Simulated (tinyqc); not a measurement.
# Radius, Mott density and mass from the binding energy

Problem. A donor has the isolated binding energy E0 = cc Ry, Ry = (m0 q^3/(8 eps0^2 h^2)) me/eps_r^2 in eV, radius a = q/(8 pi eps0 eps_r E0) and Mott density (0.26/a)^3. Find a, the Mott density and me.

Inputs (values chosen for the exercise):
- eps_r = 11.9 (relative permittivity)
- cc = 1 (ratio of the true binding energy to the hydrogenic one)

Constants: q = 1.602176634e-19 C, eps0 = 8.8541878128e-12 F/m, h = 6.62607015e-34 J s, m0 = 9.1093837015e-31 kg. Results are converted to the units shown.

E0 = 24.596126 meV

Solution. Each follows directly from E0.

a = 2.46 nm
Mott density = 1.18e18 cm^-3
me = 0.256 m0

Program tinyqc, `OMP_NUM_THREADS=1 python tinyqc.py 2330008 2330009 out.jsonl`; Intel Xeon 2.30GHz, shared host, one thread, about 0.02 s.
